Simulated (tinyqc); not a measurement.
Lattice vibrations of a chain, step by step. One step of it, computed by the program tinyqc.

Question. Dynamical matrix at q = 0.32. q is in units of 2 pi/a. A spring k from atom i to atom j, n cells on, adds k to Phi_ii and Phi_jj, -k exp(2 pi i q n) to Phi_ij and the conjugate to Phi_ji (for one atom a cell: 2k (1 - cos 2 pi q n)); D_ij = Phi_ij / sqrt(m_i m_j).

A chain moving along its axis:
```
atom    mass (u)  spring to the next atom (eV/angstrom^2)
1      47.800000                                29.800000
2      19.200000                                24.100000
3     116.600000                                13.800000
```

Give: D(q).

Answer.

D(q) (eV/(angstrom^2 u)):
```
[[0.9121, -0.9837, 0.0787+0.1673i],
 [-0.9837, 2.8073, -0.5094],
 [0.0787-0.1673i, -0.5094, 0.3250]]
```
